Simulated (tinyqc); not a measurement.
## Pinning factor and decay constant from two barriers

Inverse problem. phiB = S (phiM - chi) + (1 - S)(Eg - E0) with S = 1/(1 + (1/S0 - 1) exp(-be ti)). Find S0, S at the given thickness and be.

Inputs (values chosen for the exercise); semiconductor values close to those of gallium arsenide; interlayer mass of the order of that in zinc oxide, offset chosen freely: band gap Eg = 1.4 eV; electron affinity chi = 4.01 eV; charge-neutrality level above the valence band E0 = 0.48 eV; metal work function phiM = 4.01 eV.

phiB at ti = 0, 0.4 nm (eV): [0.83076000, 0.69891999]

Answer. Each barrier gives its S by linear interpolation between the pinned and the unpinned value; the ratio of the two values of 1/S - 1 is exp(be ti).

S0 = 0.0970
S = 0.240
be = 2.70 1/nm

Program tinyqc, `OMP_NUM_THREADS=1 python tinyqc.py 2270108 2270109 out.jsonl`; Intel Xeon 2.30GHz, shared host, one thread, about 0.04 s.
